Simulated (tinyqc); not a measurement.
Five-frequency model of solute diffusion by vacancies in an fcc metal. Changing the binding energy E_b (positive for attraction). Computed by tinyqc, a small Python program. Command: `OMP_NUM_THREADS=1 python tinyqc.py 3018852 3018853 out.jsonl fivefreq sweep`. One thread of a shared host (Intel(R) Xeon(R) Processor @ 2.30GHz), about 0.01 s of CPU time with the checks.

A vacancy next to the solute exchanges with it (w2), jumps to one of 4 sites that also neighbour the solute (w1) or to one of 7 that do not (w3); w4 is the reverse of w3 and w0 the host jump.

Inputs (values chosen for the exercise, for a model solute in a host close to nickel):

| quantity | value | unit |
|---|---|---|
| barrier E0 (host jump) | 1.02 | eV |
| barrier E1 (vacancy circles the solute) | 1.02 | eV |
| barrier E2 (exchange) | 0.945 | eV |
| barrier E3 (dissociation) | 1.08 | eV |
| vacancy formation energy E_f | 1.79 | eV |
| formation entropy S_f | 2.6 | k_B |
| attempt frequency nu | 4.3 | THz |
| lattice constant a | 3.52 | angstrom |
| temperature T | 843 | K |

Constants: k_B = 8.617333262e-05 eV/K.

Method:
- w_i = nu exp(-E_i/(k_B T)); detailed balance gives E4 = E3 - E_b.
- Manning: with y = w4/w0, 7F = 7 - (10 y^4 + 180.5 y^3 + 927 y^2 + 1341 y)/(2 y^4 + 40.2 y^3 + 254 y^2 + 597 y + 436); f2 = (2 w1 + 7F w3)/(2 w2 + 2 w1 + 7F w3).
- The mean cosine between successive solute jumps follows from f2 = (1 + c)/(1 - c).
- c_v = exp(S_f - E_f/(k_B T)); host D0 = a^2 c_v w0 x 0.7815; solute D2 = a^2 c_v exp(E_b/(k_B T)) w2 f2; 1 angstrom^2 = 1e-16 cm^2.

One run for each value:

| binding energy E_b (positive for attraction) (eV) | ratio D2/D0 | 7F | correlation factor f2 | y = w4/w0 |
|---|---|---|---|---|
| -0.150 | 2.145e-01 | 6.835 | 0.4706 | 5.553e-02 |
| -0.081 | 5.483e-01 | 6.597 | 0.4654 | 1.436e-01 |
| -0.012 | 1.382e+00 | 6.086 | 0.4537 | 3.712e-01 |
| 0.056 | 3.360e+00 | 5.212 | 0.4326 | 9.464e-01 |
| 0.130 | 8.626e+00 | 4.019 | 0.4010 | 2.621e+00 |
| 0.190 | 1.850e+01 | 3.181 | 0.3766 | 5.987e+00 |
| 0.260 | 4.596e+01 | 2.549 | 0.3569 | 1.569e+01 |
| 0.330 | 1.169e+02 | 2.231 | 0.3464 | 4.113e+01 |
| 0.400 | 3.024e+02 | 2.092 | 0.3418 | 1.078e+02 |

Over the rows, ratio D2/D0 rises from 0.214 to 302; 7F falls from 6.84 to 2.09; correlation factor f2 falls from 0.471 to 0.342. At fixed E3 stronger binding raises w4, so an escaped vacancy returns more often: 7F falls from 7 towards 2.
